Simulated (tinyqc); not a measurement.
Worked calculation: plane-wave Kohn-Sham cycle with exchange-only LDA in a layered model solid. One step of it, computed by the program tinyqc.

Problem. Iteration 2: Hamiltonian at one k. H(m,m') = (k + G_m)^2/2 delta + V(G_m - G_m'), with V(-G) = V(G).

A solid whose potential varies along x alone (atomic units):
```
parameter                      value
period a                   14.900000
cross-section of the cell  20.000000
electrons per cell                 4
grid points                       16
plane waves -n..n, n               3
k points                           4
V1 in V1 cos(2 pi x/a)     -0.410000
```

V(G_m), m = 0, 1, 2, ... (hartree): [-0.233785, -0.147149, 0.001880, -0.000314, 0.000121, 0.000068, 0.000009]

k = 0.125000 2 pi / a

Give: H.

Solution.

H (hartree), order -3, -2, -1, +0, +1, +2, +3:
```
[[0.5011, -0.1471, 0.0019, -0.0003, 0.0001, 0.0001, 0.0000],
 [-0.1471, 0.0788, -0.1471, 0.0019, -0.0003, 0.0001, 0.0001],
 [0.0019, -0.1471, -0.1657, -0.1471, 0.0019, -0.0003, 0.0001],
 [-0.0003, 0.0019, -0.1471, -0.2324, -0.1471, 0.0019, -0.0003],
 [0.0001, -0.0003, 0.0019, -0.1471, -0.1213, -0.1471, 0.0019],
 [0.0001, 0.0001, -0.0003, 0.0019, -0.1471, 0.1677, -0.1471],
 [0.0000, 0.0001, 0.0001, -0.0003, 0.0019, -0.1471, 0.6345]]
```
